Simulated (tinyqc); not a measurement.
Coverage and depolarisation: effective work function and flat-band voltage of a metal/high-k/SiO2/Si stack with a dipole layer.

Constants: e^2/(4 pi eps0) = 14.39964547 eV angstrom.

Inputs chosen for the exercise (a stack on Si capped with a lanthanum-like oxide; not measured data):
- qd = 0.53 e (charge of a dipole)
- dd = 2.1 angstrom (its length)
- ed = 6.8 (dielectric constant in the dipole layer)
- al = 3.4 angstrom^3 (polarisability volume of a dipole)

Size of the step: linear D0 = 4 pi e2 N qd dd/ed, and D0/(1 + 9 al N^(3/2)), N in angstrom^-2, a Topping factor applied on top of ed as a model choice.

Results:
```
N (cm^-2)  D0 (eV)  9 al N^(3/2)  D (eV)
2.0e+13     0.0592        0.0027  0.0591
5.0e+13     0.1481        0.0108  0.1465
1.0e+14     0.2962        0.0306  0.2874
2.0e+14     0.5923        0.0865  0.5452
7.0e+14     2.0732        0.5667  1.3233
1.0e+15     2.9617        0.9677  1.5052
```

Give the missing row, N (cm^-2) = 4.0e+14.

Computed row:
```
N (cm^-2)  D0 (eV)  9 al N^(3/2)  D (eV)
4.0e+14     1.1847        0.2448  0.9517
```

Depolarisation takes off 3.0 % at 1e14 and 36 % at 7e14 cm^-2. D would peak at N = (2/(9 al))^(2/3) = 1.6e+15 cm^-2, beyond the table.

(tinyqc, `OMP_NUM_THREADS=1 python tinyqc.py 1881044 1881045 out.jsonl`, Intel(R) Xeon(R) Processor @ 2.30GHz, 1 thread, shared host, about 0.01 s.)
